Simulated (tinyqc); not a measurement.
# Spin coating of a resist or spin-on film: centrifugal thinning, evaporation and the final thickness (Emslie and Meyerhofer models), step by step

A worked calculation. Computed by tinyqc, a small Python program that keeps every step. Command: `OMP_NUM_THREADS=1 python tinyqc.py 3110621 3110622 out.jsonl spincoat walk`. One thread of a shared host (Intel(R) Xeon(R) Processor @ 2.30GHz), about 0.08 s of CPU time with the checks. Intermediate numbers are printed to about 7 digits and carried at full precision; extremes and crossings named in words are read from the listed rows.

A Newtonian film stays uniform over the wafer; solvent and solids have the same density and the concentration is uniform through the thickness.

Inputs (values chosen for the exercise, of the order of those of a polymer resist in an ester solvent):
```
quantity                                 value          unit
solids volume fraction c0                 0.25             -
kinematic viscosity of the solvent nu_s    2.2        mm^2/s
viscosity constant k                      4300        mm^2/s
viscosity exponent gamma                   2.4             -
spin speed f                              3000           rpm
evaporation rate at 1000 rpm e0           0.31  micrometre/s
starting thickness h0                      400    micrometre
time t                                    0.52             s
wafer radius R                              50            mm
shrinkage in the bake                      4.8             %
```

## Rates

omega = 2 pi f/60; nu(c) = nu_s + k c^gamma; evaporation rate e = e0 sqrt(f/1000 rpm). Flow constant K = 2 omega^2/(3 nu(c0)); Reynolds number of the air omega R^2/nu_air with nu_air = 15 mm^2/s.

omega = 314.1593 1/s

nu(c0) = 156.5563 mm^2/s

evaporation rate e = 0.5369358 micrometre/s

flow constant K = 4.202791e-04 1/(micrometre^2 s)

Reynolds number of the air = 52359.88

## Thinning without evaporation

dh/dt = -K h^3 gives h = h0/sqrt(1 + 2 K h0^2 t); for long times h = 1/sqrt(2 K t).

h(t) without evaporation = 47.49320 micrometre

long-time form = 47.83155 micrometre

time 1/(2 K h0^2) = 0.007435535 s

The long-time form is within 0.71 %: the starting thickness is forgotten.

## The two-stage estimate

Meyerhofer estimate: flow rules until (1 - c0) K h^3 = e, then evaporation alone: h_w = (e/((1 - c0) K))^(1/3), dry film c0 h_w.

wet thickness h_w = 11.94284 micrometre

dry film, estimate = 2985.711 nm

drying time (1 - c0) h_w/e = 16.68195 s

## First explicit step of the full model

Solids s and liquid l per area start at s = c0 h0, l = (1 - c0) h0. With h = h0 and c = c0: Q = K h^3, K = 2 omega^2/(3 nu); one Euler step of length dt = 0.01 h0/Q for s and l, ds/dt = -c Q, dl/dt = -(1 - c) Q - e.

Q = 26897.86 micrometre/s

dt = 1.487107e-04 s

s = 99 micrometre

l = 296.9999 micrometre

Q/e at the start = 50095.13

## The full model

Full model for solids s and liquid l per area, h = s + l, c = s/h: ds/dt = -c Q, dl/dt = -(1 - c) Q - e, Q = 2 omega^2 h^3/(3 nu(c)); integrated adaptively (relative tolerance 1e-9) until l = 0. Dry film = s at l = 0, before the bake; film after the bake = s x (1 - shrinkage).

time to dry = 21.46469 s

dry film = 3295.645 nm

film after the bake = 3137.454 nm

## Course in time

Times are fractions of the time to dry.

History:
```
fraction         t (s)  h (micrometre)          c  nu (mm^2/s)           Q/e    s (nm)
0.003     6.439408e-02        128.6916  0.2500483      156.628  1.667508e+03  32179.12
0.010     2.146469e-01         73.1805  0.2502700      156.957  3.059799e+02  18314.90
0.030     6.439408e-01         42.7062  0.2513665      158.589  6.018450e+01  10734.90
0.100     2.146469e+00         23.3927  0.2583549      169.228  9.269507e+00   6043.62
0.200     4.292939e+00         16.3739  0.2744233      195.254  2.755114e+00   4493.37
0.350     7.512643e+00         11.9791  0.3110551      262.982  8.010093e-01   3726.18
0.500     1.073235e+01          9.4142  0.3663257      388.345  2.632843e-01   3448.68
0.700     1.502529e+01          6.8049  0.4886525      773.225  4.994023e-02   3325.24
0.900     1.931822e+01          4.4512  0.7409585     2096.186  5.155759e-03   3298.17
```

Q/e drops below 1 between t = 4.3 and 7.5 s, when c has risen from 0.25 to about 0.311; after that row the solids fall by a further 12 %. The full model gives 1.10 times the two-stage estimate.

## Spin curve

The formulas are those given above.

Dry film against speed:
```
f (rpm)  full model (nm)  estimate (nm)  time to dry (s)
500             8071.329       7313.468         128.5592
1000            5707.939       5171.403          64.3486
1500            4660.644       4222.433          42.9143
2000            4036.284       3656.734          32.1914
3000            3295.645       2985.711          21.4647
4000            2854.124       2585.701          16.0999
6000            2330.391       2111.216          10.7342
```

The full thickness goes as f^-0.500; the estimate as (e/omega^2)^(1/3) = f^(-1/2). The time to dry goes as f^-1.00. A thickness window of 1 % allows a speed error of about 2 %.

Checks made by the program: constant-viscosity run against c0 h0 exp(-int K h^2 dt) (relative difference 9e-06).
